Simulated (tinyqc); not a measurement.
Depth of the trap: trap in a gate oxide as a short-range spherical well.

Energies from the conduction edge of the channel. The trap level at depth x is E_T = dEc - Et - e Fox x (1 MV/cm = 0.01 eV/angstrom). An electron at the channel edge tunnels with the WKB exponent S = (4/3) sqrt(m/c) [dEc^(3/2) - (dEc - e Fox x)^(3/2)]/(e Fox), c = hbar^2/2m0; tau = t0 exp(S); the occupation is f = 1/(1 + exp((E_T - EF)/kB T)), tau_c = tau/f and tau_e = tau/(1 - f). Lattice relaxation is left out; a level below the channel edge needs phonons as well, so tau is then a lower bound, while a level above it can also empty elastically at its own energy, through a thinner barrier, faster than this tau.

Constants: hbar^2/2m0 = 3.80998211 eV angstrom^2; kB = 8.617333262e-05 eV/K.

Values chosen for the exercise (near those of SiO2 on 4H SiC; the results hold for these values, not for the real material): dEc = 2.7 eV (conduction offset to the channel); m = 0.45 m0 (mass); Fox = 3.8 MV/cm (oxide field, lowering levels away from the channel); t0 = 0.52 x 1e-11 s (time constant at the interface); T = 200 K (temperature); EF = -0.08 eV (Fermi level above the channel edge); ds = (3, 6, 9, 12, 15, 18) angstrom (depths).

Et = 2.34294 eV

Each depth has its own level and time; the corner frequency is 1/(2 pi tau).

Results:
```
x (angstrom)  E_T (eV)      S  tau (s)  corner (Hz)      f
3                0.243   3.35  1.5e-10      1.1e+09  0.000
6                0.129   6.63  3.9e-09      4.0e+07  0.000
9                0.015   9.84  9.7e-08      1.6e+06  0.004
12              -0.099  12.96  2.2e-06      7.2e+04  0.750
15              -0.213  16.01  4.7e-05      3.4e+03  1.000
18              -0.327  18.98  0.00091      1.7e+02  1.000
```

What can be read from this table?

tau spans 6.8 decades, one decade for each 2.11 angstrom at the start and 2.33 at the end, where the field has thinned the barrier. Traps spread evenly in depth are thus spread nearly evenly in ln tau; if levels near EF exist at every depth, this sums to 1/f noise and to charging that grows as ln t. With the single Et of this table only depths where f is neither 0 nor 1 contribute. The level crosses EF between 9 and 12 angstrom.

Run: tinyqc, `OMP_NUM_THREADS=1 python tinyqc.py 1280502 1280503 out.jsonl`; Intel(R) Xeon(R) Processor @ 2.30GHz, one thread, shared host; about 0.01 s of CPU time with all checks.
